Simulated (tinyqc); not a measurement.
Ellipsometry and reflectance of a transparent film on an absorbing substrate: two steps of the calculation.

Air (index 1), film, substrate with N2 = n2 - i k2; time factor exp(+i w t). q_j = sqrt(N_j^2 - sin^2 th), root with positive real part. Fresnel coefficients r_s = (q_a - q_b)/(q_a + q_b), r_p = (N_b^2 q_a - N_a^2 q_b)/(N_b^2 q_a + N_a^2 q_b). tan(Psi) exp(i Delta) = R_p/R_s, Delta taken from 0 to 360 degrees.

Inputs (values chosen for the exercise); indices close to those of photoresist on silicon:
```
symbol  value     unit                                  meaning
lam     632.8       nm                               wavelength
th         65  degrees                       angle of incidence
n1      1.639                     index of the transparent film
d         2.4       nm                           film thickness
n2      3.882                            index of the substrate
k2      0.019           extinction coefficient of the substrate
```

Question 1. Interface coefficients and thickness period. q0, q1, q2 and the coefficients r01 and r12 for p and s; the results repeat in d with the period lam/(2 q1).

Give: q0; q1; q2; r01,p; r01,s; r12,p; r12,s; period.

Answer 1.

q0 = 0.4226
q1 = 1.366
q2 = 3.775-0.020i
r01,p = -0.09210
r01,s = -0.5273
r12,p = 0.3398-0.0020i
r12,s = -0.4687+0.0020i
period = 231.7 nm

Question 2. Psi, Delta and reflectances. beta = 2 pi d q1/lam, X = exp(-2 i beta), R = (r01 + r12 X)/(1 + r01 r12 X) for p and s.

q1 = 1.3656234
r01,p = -0.092100438
r01,s = -0.52733651
r12,p = 0.33984119-0.00203977i
r12,s = -0.46867276+0.00201973i

Find: beta; X; R_p; R_s; Psi; Delta; |R_p|^2; |R_s|^2.

Answer 2.

beta = 0.032543 rad
X = 0.99788-0.06504i
R_p = 0.25479-0.02550i
R_s = -0.79832+0.01510i
Psi = 17.781 degrees
Delta = 175.37 degrees
|R_p|^2 = 0.065566
|R_s|^2 = 0.63753

The bare substrate gives Psi = 17.76 and Delta = 179.58 degrees.

Program tinyqc, `OMP_NUM_THREADS=1 python tinyqc.py 2870227 2870228 out.jsonl`; Intel Xeon 2.30GHz, shared host, one thread, about 0.01 s.
